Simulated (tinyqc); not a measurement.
Band bending at a free surface with a continuum of surface states, surface photovoltage and Kelvin probe: one step of the calculation.

n-type bulk, xi = Ec - EF = Vt ln(Nc/Nd), p0 = ni^2/Nd, ni = sqrt(Nc Nv) exp(-Eg/(2 Vt)), Eg in volts. b is the upward band bending, u = b/Vt. Space charge per area, in units of q: Qc = sign(b) sqrt((2 eps0 eps_r Vt/q) [(Nd + dn)(exp(-u) - 1) + Nd u + (p0 + dn)(exp(u) - 1)]), with dn the excess density under light (flat quasi-Fermi levels; 0 in the dark). The states hold -Ds (E0 - xi - b): negative while the Fermi level lies above the neutrality level. Neutrality: Qc + Qf + (charge of the states) = 0.

Problem. Bulk quantities. xi, ni, p0, the Debye length sqrt(eps0 eps_r Vt/(q Nd)) and the flat-band work function chi + xi.

Inputs (values chosen for the exercise); band and dielectric values close to those of gallium arsenide:
- T = 300 K (temperature)
- Eg = 1.41 eV (band gap)
- eps_r = 12.7 (relative permittivity)
- Nc = 4.32e17 cm^-3 (conduction-band density of states at T)
- Nv = 9.15e18 cm^-3 (valence-band density of states at T)
- chi = 4.01 eV (electron affinity)
- Nd = 9.2e15 cm^-3 (donor density)

Constants: q = 1.602176634e-19 C, kB = 1.380649e-23 J/K, Vt = kB T/q, eps0 = 8.8541878128e-14 F/cm where lengths are in cm. Results are converted to the units shown.

Give: xi; ni; p0; Debye length; chi + xi.

Solution.

xi = 0.099510 eV
ni = 2.8508e6 cm^-3
p0 = 8.8340e-4 cm^-3
Debye length = 44.409 nm
chi + xi = 4.1095 eV

tinyqc, about 0.01 s, one thread, Intel Xeon 2.30GHz (shared host): `OMP_NUM_THREADS=1 python tinyqc.py 2430053 2430054 out.jsonl`
